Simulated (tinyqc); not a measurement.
# From one set of inputs to another, one input at a time

Model: lateral field, substrate current, probability of reaching the oxide barrier and hot-carrier lifetime of a silicon transistor (pseudo-two-dimensional and lucky-electron models). Computed by tinyqc, a small Python program. Command: `OMP_NUM_THREADS=1 python tinyqc.py 3009027 3009028 out.jsonl hotcar ladder`. One thread of a shared host (Intel(R) Xeon(R) Processor @ 2.30GHz), about 0.01 s of CPU time with the checks.

Local-field models: a lucky carrier gains its energy at the peak field over a path free of collisions. Voltages are magnitudes.

The inputs printed are set A. Set A is modelled on a silicon n-channel; the values taken over come from a set modelled on a silicon p-channel. Inputs not listed in the table keep their values of set A, so the rows need not describe a real material.

Inputs (values chosen for the exercise, modelled on a silicon n-channel):
```
quantity                                value                      unit
channel length L                          630                        nm
oxide thickness t                          13                        nm
junction depth x_j                        220                        nm
mobility mu                               350                cm^2/(V s)
saturation velocity v_s                  0.82                  1e7 cm/s
threshold voltage V_T                    0.76                         V
gate voltage V_G                          2.6                         V
drain voltage V_D                         7.2                         V
ionisation prefactor A_i              1.7e+06                      1/cm
ionisation field B_i                     1.65                     MV/cm
hot-carrier mean free path lambda         7.7                        nm
oxide barrier phi_b                       3.1                        eV
interface-trap threshold phi_it           3.8                        eV
lifetime constant H                         7  s microampere/micrometre
length of the depleted extension L_n       74                        nm
```

Drain: lightly doped extension.

Constants: eps_0 = 8.8541878128e-12 F/m.

Method:
- C_ox = 3.9 eps_0/t; F_sat = 2 v_s/mu; V_Dsat = V_ov F_sat L/(V_ov + F_sat L), V_ov = V_G - V_T; I_D/W = C_ox v_s (V_ov - V_Dsat).
- Scale length l = 0.22 t^(1/3) x_j^(1/2) (all in cm); F_m = sqrt(((V_D - V_Dsat)/l_e)^2 + F_sat^2), with l_e = l + L_n; length of the velocity-saturated region l_e ln((V_D - V_Dsat)/(l_e F_sat) + F_m/F_sat).
- Substrate current I_sub/I_D = (A_i/B_i)(V_D - V_Dsat) exp(-B_i/F_m); probability of reaching the oxide barrier exp(-phi_b/(e lambda F_m)); lifetime tau = (H/(I_D/W)) exp(phi_it/(e lambda F_m)).
- V_10 solves tau = 3.156e8 s at the given V_G. The extrapolation fits ln(tau) against 1/V_D at 1, 1.08, 1.16 and 1.25 times the given V_D (rounded to 3 digits) by least squares and reads off the same tau.

Each row keeps all changes above it:
```
input moved                             from    to  lifetime tau (s)  drain current I_D/W (microampere/micrometre)  ten-year drain voltage V_10 (V)
set A                                      -     -         1.526e+05                                         153.9                            5.103
junction depth x_j (nm)                  220   290         5.669e+05                                         153.9                            5.457
ionisation field B_i (MV/cm)            1.65  3.79         5.669e+05                                         153.9                            5.457
threshold voltage V_T (V)               0.76  0.58         5.813e+05                                         178.8                            5.493
drain voltage V_D (V)                    7.2    14         9.714e+01                                         178.8                            5.493
hot-carrier mean free path lambda (nm)   7.7   4.7         1.426e+04                                         178.8                            8.342
channel length L (nm)                    630  1000         2.384e+04                                         132.5                            8.651
oxide thickness t (nm)                    13    17         6.731e+04                                         101.4                            9.176
```

Which inputs carry the difference?

Lifetime tau goes from 153000 to 67300, a factor 0.441 in all. The largest single move comes from drain voltage V_D (a factor 1.67e-4), and hot-carrier mean free path lambda works against it (a factor 147). Drain current I_D/W goes from 154 to 101, a factor 0.659 in all. The largest single move comes from channel length L (a factor 0.741), and threshold voltage V_T works against it (a factor 1.16). Ten-year drain voltage V_10 goes from 5.10 to 9.18, a factor 1.80 in all. The largest single move comes from hot-carrier mean free path lambda (a factor 1.52). The single moves hold for this order of the switches; the total does not depend on the order.

Extremes, crossings and ranges named in words are read from the listed rows.
